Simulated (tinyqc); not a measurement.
Worked calculation: Hueckel theory of the pi electrons with the omega technique, for the molecule BC(=C)C=CC=CC=N (SMILES; centres numbered as the heavy atoms are written). One step of it, computed by the program tinyqc.

Problem. Energy, charges, bond orders. E = sum n x; q_r = z_r - P_rr; bond order p = P_rs; free valence = sqrt(3) - sum of p over the bonds of the atom.

final x values: [1.920109, 1.622521, 1.114470, 0.445015, -0.245733, -0.706259, -1.140057, -1.643111, -1.936955]

occupations: [2.000000, 2.000000, 2.000000, 2.000000, 0.000000, 0.000000, 0.000000, 0.000000, 0.000000]

final P, order 1B, 2C, 3C, 4C, 5C, 6C, 7C, 8C, 9N:
```
[[0.073944, 0.268190, 0.243637, 0.082672, -0.047557, -0.034236, 0.019970, 0.015429, -0.015195],
 [0.268190, 1.008808, 0.830509, 0.476585, -0.002822, -0.099464, 0.003302, 0.033679, -0.008493],
 [0.243637, 0.830509, 0.899039, 0.006104, -0.353701, -0.029397, 0.253287, 0.049355, -0.219333],
 [0.082672, 0.476585, 0.006104, 0.960080, 0.761711, 0.048792, -0.332052, -0.062544, 0.260090],
 [-0.047557, -0.002822, -0.353701, 0.761711, 0.995504, 0.529334, -0.007380, -0.107584, 0.024071],
 [-0.034236, -0.099464, -0.029397, 0.048792, 0.529334, 0.952872, 0.753860, 0.073608, -0.359932],
 [0.019970, 0.003302, 0.253287, -0.332052, -0.007380, 0.753860, 1.008637, 0.503480, -0.057019],
 [0.015429, 0.033679, 0.049355, -0.062544, -0.107584, 0.073608, 0.503480, 0.908316, 0.844624],
 [-0.015195, -0.008493, -0.219333, 0.260090, 0.024071, -0.359932, -0.057019, 0.844624, 1.192800]]
```

Centres:
```
centre  z_r, pi electrons of the neutral centre          h
1B                                            0  -1.010000
2C                                            1   0.000000
3C                                            1   0.000000
4C                                            1   0.000000
5C                                            1   0.000000
6C                                            1   0.000000
7C                                            1   0.000000
8C                                            1   0.000000
9N                                            1   0.440000
```

Bonds:
```
i  j         k
1  2  0.650000
2  3         1
2  4         1
4  5         1
5  6         1
6  7         1
7  8         1
8  9         1
```

Give: pi energy = 8 alpha + this times beta; pi charges; Bond orders and lengths from R = 1.517 - 0.180 p; free valence of the carbons; gap between the highest filled and the next level.

Solution.

pi energy = 8 alpha + this times beta = 10.2042

pi charges: [-0.0739, -0.0088, 0.1010, 0.0399, 0.0045, 0.0471, -0.0086, 0.0917, -0.1928]

Bond orders and lengths from R = 1.517 - 0.180 p (angstrom, C-C alone):
```
bond       p       R
1-2   0.2682       -
2-3   0.8305  1.3675
2-4   0.4766  1.4312
4-5   0.7617  1.3799
5-6   0.5293  1.4217
6-7   0.7539  1.3813
7-8   0.5035  1.4264
8-9   0.8446       -
```

free valence of the carbons: [0.1568, 0.9015, 0.4938, 0.4410, 0.4489, 0.4747, 0.3839]

gap between the highest filled and the next level = 0.6907 |beta|
